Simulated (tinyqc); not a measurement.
Effective-mass impurity with a central-cell term, in a basis of Slater functions: one step, computed by the program tinyqc. Command: `OMP_NUM_THREADS=1 python tinyqc.py 3026048 3026049 out.jsonl centralcell walk`. One thread of a shared host (Intel(R) Xeon(R) Processor @ 2.30GHz), about 0.01 s of CPU time with the checks.

The envelope obeys H = -nabla^2 - (2/r) [Z + A exp(-kappa r)] in effective units, with kappa = a*/lambda; positive A deepens the well near the core.

Question. Generalised eigenproblem. (T + V + W) c = E S c with c^T S c = 1 and the largest component positive.

Impurity: donor, one isotropic band.

kinetic T (Ry*):
```
           1          2          3          4          5
1     0.0961  0.1649212  0.1982979  0.1857330  0.1499849
2  0.1649212   0.423801  0.7273026  0.8744936  0.8190824
3  0.1982979  0.7273026   1.868962   3.207404   3.856517
4  0.1857330  0.8744936   3.207404   8.242124   14.14465
5  0.1499849  0.8190824   3.856517   14.14465   36.34777
```

Coulomb V (Ry*):
```
            1           2           3           4           5
1       -0.62  -0.7853391  -0.7847206  -0.6638334  -0.5086998
2  -0.7853391      -1.302   -1.649212   -1.647913   -1.394050
3  -0.7847206   -1.649212     -2.7342   -3.463346   -3.460618
4  -0.6638334   -1.647913   -3.463346    -5.74182   -7.273026
5  -0.5086998   -1.394050   -3.460618   -7.273026   -12.05782
```

central cell W (Ry*):
```
             1           2           3           4          5
1  0.003412611  0.01003613  0.02847828  0.07538835  0.1761052
2   0.01003613  0.02953216  0.08389586   0.2225734  0.5218680
3   0.02847828  0.08389586   0.2388801   0.6365008   1.503635
4   0.07538835   0.2225734   0.6365008    1.710073   4.098454
5    0.1761052   0.5218680    1.503635    4.098454   10.07630
```

overlap S:
```
          1         2         3         4         5
1  1.000000  0.817210  0.467903  0.208693  0.080250
2  0.817210  1.000000  0.817210  0.467903  0.208693
3  0.467903  0.817210  1.000000  0.817210  0.467903
4  0.208693  0.467903  0.817210  1.000000  0.817210
5  0.080250  0.208693  0.467903  0.817210  1.000000
```

Give: two lowest levels; coefficients of the lowest state; <T>; <W>.

Answer.

two lowest levels (Ry*): -0.92638  -0.23819

coefficients of the lowest state: -0.13732  0.69333  0.50594  -0.07537  -0.01158

<T> = 0.82160 Ry*

<W> = 0.050940 Ry*
